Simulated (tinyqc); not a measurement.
Inside a calculation. Method: plane-wave Kohn-Sham cycle with exchange-only LDA in a layered model solid. One step of it, computed by the program tinyqc.

Task: Iteration 1: potential. V_H(G) = 4 pi rho(G)/G^2 for G != 0 (uniform background); v_x = -(3 rho/pi)^(1/3); V = V_ext + V_H + v_x; Fourier components f(G_m) = (1/N) sum_j f(x_j) exp(-i G_m x_j).

A solid whose potential varies along x alone (atomic units):
```
parameter                      value
period a                   11.000000
cross-section of the cell  22.000000
electrons per cell                 2
grid points                       16
plane waves -n..n, n               2
k points                           3
V1 in V1 cos(2 pi x/a)     -0.240000
V2 in V2 cos(4 pi x/a)      0.170000
```

density at the start, on the grid x_j = j a/N (e/bohr^3): 0.00826446  0.00826446  0.00826446  0.00826446  0.00826446  0.00826446  0.00826446  0.00826446  0.00826446  0.00826446  0.00826446  0.00826446  0.00826446  0.00826446  0.00826446  0.00826446

Give: Potentials on the grid; V(G_m), m = 0, 1, 2, ....

Result:

Potentials on the grid (hartree):
```
x          V_ext     V_H      v_x        V
0.0000   -0.0700  0.0000  -0.1991  -0.2691
0.6875   -0.1015  0.0000  -0.1991  -0.3006
1.3750   -0.1697  0.0000  -0.1991  -0.3688
2.0625   -0.2121  0.0000  -0.1991  -0.4111
2.7500   -0.1700  0.0000  -0.1991  -0.3691
3.4375   -0.0284  0.0000  -0.1991  -0.2275
4.1250    0.1697  0.0000  -0.1991  -0.0294
4.8125    0.3419  0.0000  -0.1991   0.1428
5.5000    0.4100  0.0000  -0.1991   0.2109
6.1875    0.3419  0.0000  -0.1991   0.1428
6.8750    0.1697  0.0000  -0.1991  -0.0294
7.5625   -0.0284  0.0000  -0.1991  -0.2275
8.2500   -0.1700  0.0000  -0.1991  -0.3691
8.9375   -0.2121  0.0000  -0.1991  -0.4111
9.6250   -0.1697  0.0000  -0.1991  -0.3688
10.3125  -0.1015  0.0000  -0.1991  -0.3006
```

V(G_m), m = 0, 1, 2, ... (hartree): -0.1991  -0.1200  0.0850  0.0000  0.0000
